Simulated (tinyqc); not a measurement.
Overlap of hydrogenic dopants: pairs, impurity band and the Mott density, step by step. Values are carried at full precision from step to step, so a last printed digit may differ when a step is redone from the rounded ones.

Ry* = Ry m/eps^2, aB = a0 eps/m. For 1s orbitals a distance rho = R/aB apart, in Ry*: overlap S = exp(-rho)(1 + rho + rho^2/3), J = (2/rho)(1 - (1 + rho) exp(-2 rho)) (attraction to the other ion), Kx = 2 (1 + rho) exp(-rho) (exchange of one electron). One electron on a pair has E = -1 - (J +/- Kx)/(1 +/- S), without the repulsion 2/rho of the ions. Hopping after orthogonalisation: t = (Kx - S J)/(1 - S^2), half the splitting. Dopants on a lattice with z neighbours, n = (3 sqrt3/4)/R^3 (bcc), give a band of width B = 2 z t, as on any lattice of two interpenetrating sublattices. Valleys, central cells and disorder are left out.

Constants: Ry = 13.60569312 eV; a0 (Bohr radius) = 0.5291772105 angstrom; hbar = 6.58211957e-16 eV s.

Values chosen for the exercise (an isotropic mass and dielectric constant of the size used for donors in GaN; shifted at random, so the results belong to these values and not to a real crystal): m = 0.197 m0 (mass); eps = 9.4 (dielectric constant); N = 0.0043 1/aB^3 (dopant density); rho = 3.3 aB (distance of a pair); u = 1.25 Ry* (cost of a second electron on one dopant); z = 8 (neighbours in the dopant lattice).

## Scales

Form Ry*, aB, and the density N in 1/cm^3 (1/angstrom^3 = 1e24/cm^3).

Ry* = 30.334 meV
aB = 25.250 angstrom
density = 2.671e+17 1/cm^3

## A pair with one electron

Form S, J, Kx, the two levels, t, and the total energy of the lower state with the repulsion, relative to a distant pair (-1).

S, J, Kx: [0.29248, 0.60252, 0.31720]

levels (Ry*): even -1.71158, odd -1.40327

t = 0.15416 Ry*
energy of the pair against a distant one (negative: bound) = -0.10552 Ry*

In this host the pair is 8.3 nm long and its splitting 2t is 9.35 meV.

## The pair with two electrons (two-site Hubbard model)

t is the hopping between the two dopants. Singlet at (u - sqrt(u^2 + 16 t^2))/2 below the triplet at 0; estimate 4 t^2/u; weight of double occupancy (1 - u/sqrt(u^2 + 16 t^2))/2; swap time pi hbar/Jx with Jx the splitting in eV. t and u are in units of Ry*.

singlet-triplet splitting (meV): exact 2.181, 4 t^2/u 2.307

double occupancy = 0.0516
swap time = 0.948 ps

The estimate is 5.8 % too high at 4t/u = 0.49.

## The impurity band at this density

Form R/aB, t, B = 2 z t and N^(1/3) aB. Two estimates of the gap between the Hubbard bands: u - B (rigid bands, closing at B = u) and the Hubbard-III rule, which closes at B = (2/sqrt3) u; give B/u.

R/aB = 6.7099
t = 0.01055 Ry*

B: in Ry* 0.169, in meV 5.120

N^(1/3) aB = 0.1626
B/u = 0.135

Both rules leave a gap: an insulator at T = 0. Mott's screening rule, N^(1/3) aB = 0.26, puts this density on the insulating side.

## Checks

- Overlap S against numerical integration in elliptic coordinates: both 0.29248.

Computed by tinyqc, a small Python program: `OMP_NUM_THREADS=1 python tinyqc.py 1451435 1451436 out.jsonl` (the numbers bound the seed that draws the inputs); one thread of a shared host (Intel(R) Xeon(R) Processor @ 2.30GHz), about 0.01 s for the whole set of steps.
